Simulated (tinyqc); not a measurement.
From time constant tau back to emissivity eps of each face: rapid thermal processing of a wafer: radiative balance, ramp and cooling, pattern effects, pyrometer error and spike budget. Computed by tinyqc, a small Python program. Command: `OMP_NUM_THREADS=1 python tinyqc.py 3112789 3112790 out.jsonl rtp inv`. One thread of a shared host (Intel(R) Xeon(R) Processor @ 2.30GHz), about 0.05 s of CPU time with the checks.

The wafer is opaque and uniform through its thickness unless said otherwise; temperatures in formulas are in kelvin (C + 273.15). sigma = 5.670374419e-12 W/(cm^2 K^4).

Inputs (values chosen for the exercise, modelled on a hot silicon wafer):

| quantity | value | unit |
|---|---|---|
| wafer thickness d | 625 | micrometre |
| heat capacity per volume C | 2.13 | J/(cm^3 K) |
| thermal conductivity k | 0.21 | W/(cm K) |
| reflectivity of the chamber walls r | 0.85 | - |
| gas heat-transfer coefficient h, both faces together | 3 | mW/(cm^2 K) |
| wall temperature T_w | 350 | K |
| process temperature | 886 | C |
| ramp rate | 380 | K/s |

Method. Effective emissivity between parallel grey plates: eps_eff = 1/(1/eps + 1/(1 - r) - 1). Loss per area q(T) = 2 eps_eff sigma (T^4 - T_w^4) + h (T - T_w). Absorbed power during a ramp = q(T) + C d x ramp rate; thermal time constant tau = C d/(dq/dT), dq/dT = 8 eps_eff sigma T^3 + h; natural cooling rate q/(C d); front-to-back difference under one-sided heating at the end of the ramp = (absorbed power) d/(2 k).

Question. A run gave the result below. Find the emissivity eps of each face, known to lie between 0.54 and 0.96.

time constant tau = 10.33953 s

Answer.

Each step takes the trial c = (a f_b - b f_a)/(f_b - f_a), f being the result less the target and a, b, c the logarithms of the listed values; c replaces end b, the old b replaces a if the sign of f changed, and otherwise f_a is halved.

Scan of the range:

| emissivity eps of each face | time constant tau (s) |
|---|---|
| 0.540 | 10.7385 |
| 0.594 | 10.5552 |
| 0.654 | 10.3854 |
| 0.720 | 10.2297 |
| 0.792 | 10.0883 |
| 0.872 | 9.9574 |
| 0.960 | 9.8379 |

False position (Illinois rule, in the logarithm of the input) inside the bracket:

| step | end a | end b | trial | time constant tau (s) |
|---|---|---|---|---|
| 1 | 0.654000 | 0.720000 | 0.672776 | 10.3381 |
| 2 | 0.654000 | 0.672776 | 0.671670 | 10.3408 |
| 3 | 0.672776 | 0.671670 | 0.672199 | 10.3395 |
| 4 | 0.671670 | 0.672199 | 0.672199 | 10.3395 |

Time constant tau falls at every point of a 13-point scan of the range (every second point is shown), so one value fits; it is bracketed by 0.654 and 0.720. Answer: emissivity eps of each face = 0.6722.
